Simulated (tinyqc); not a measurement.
Inside a calculation: band offset of a heterojunction with an interface dipole (two-band chains, self-consistent charge). Values are carried at full precision from step to step, so a last printed digit may differ when a step is redone from the rounded ones.

Sites alternate A, C. Left: A at -G1/2, C at +G1/2, hopping -t1; right: A at D - G2/2, C at D + G2/2, hopping -t2; the bonds across the two interfaces of a ring (C left to A right, C right to A left) have -sqrt(t1 t2). D is the offset of the mid-gaps, so Ev(right) - Ev(left) = D - (G2 - G1)/2 and Ec(right) - Ec(left) = D + (G2 - G1)/2. The closing bond has its sign reversed (antiperiodic ring). Half the levels are filled with two electrons each. The charge moved is q = (electrons on the left) less one a site; the mean over the two interfaces, q/2, is taken as the charge that crosses each, and its dipole opposes the offset: D = D0 - u q/2.

Parameters, chosen for this exercise (gaps near those of Si and GaP; the chains and D0 are free models, so the offsets are not those of the real pair; not measured data):

| symbol | value | unit | meaning |
|---|---|---|---|
| G1 | 1.13 | eV | gap on the left |
| G2 | 2.25 | eV | gap on the right |
| t1 | 1.96 | eV | hopping on the left |
| t2 | 2.38 | eV | hopping on the right |
| D0 | 0.46 | eV | mid-gap of the right side above that of the left, without dipole |
| n | 2 |  | cells a side in the small ring |
| u | 9 | eV | potential step per electron moved across |

## The small ring at D = D0

Fill in H.

H (eV), lower triangle:
```
         AL1      CL1      AL2      CL2      AR1      CR1      AR2     CR2
AL1  -0.5650
CL1  -1.9600   0.5650
AL2        0  -1.9600  -0.5650
CL2        0        0  -1.9600   0.5650
AR1        0        0        0  -2.1598  -0.6650
CR1        0        0        0        0  -2.3800   1.5850
AR2        0        0        0        0        0  -2.3800  -0.6650
CR2   2.1598        0        0        0        0        0  -2.3800  1.5850
```

## Levels and site charges

Diagonalise, fill the lower half with two electrons each, and sum the electrons on the left (L) less one a site.

levels (eV): -4.0219  -3.7246  -1.7506  -1.5199  1.7635  2.2911  3.9776  4.8248

electrons on the sites: AL1 1.3293, CL1 0.7428, AL2 1.3007, CL2 0.7411, AR1 1.3162, CR1 0.6143, AR2 1.3465, CR2 0.6090

q = 0.1140 electrons

Electrons move to the left, the side whose mid-gap lies lower.

## Linear response

From here on the ring has 24 cells a side.

chi = (q(+h) - q(-h))/(2h) at D = 0 with h = 0.01 eV; S = 1/(1 + u chi/2); linear estimate D = S D0.

chi = 0.31754 1/eV
S = 0.4117
linear estimate of D = 0.1894 eV

The self-consistent value is 0.1891 eV, -0.3 meV from the estimate. At D = 0 no net charge crosses: the mid-gaps are the neutrality levels of these symmetric chains.

## The line-up

D = 0.1891 eV

Ev(right) - Ev(left) = D - (G2 - G1)/2 and Ec(right) - Ec(left) = D + (G2 - G1)/2, for D0, for the self-consistent D and for D = 0. Type I: the offsets have opposite signs; type III: one valence edge lies above the other conduction edge; else type II.

Offsets (eV):

| case | D | valence | conduction | type |
|---|---|---|---|---|
| no dipole | 0.460 | -0.100 | 1.020 | type I (straddling) |
| self-consistent | 0.189 | -0.371 | 0.749 | type I (straddling) |
| neutrality levels aligned | 0.000 | -0.560 | 0.560 | type I (straddling) |

The dipole shifts both offsets alike and leaves the type.

## Checks

- q at D = 0 against zero, as particle-hole symmetry demands: both 0.000000.
- q at the self-consistent D on 24 against 48 cells a side: both 0.0602.

(tinyqc, `OMP_NUM_THREADS=1 python tinyqc.py 1450308 1450309 out.jsonl`, Intel(R) Xeon(R) Processor @ 2.30GHz, 1 thread, shared host, about 0.3 s.)
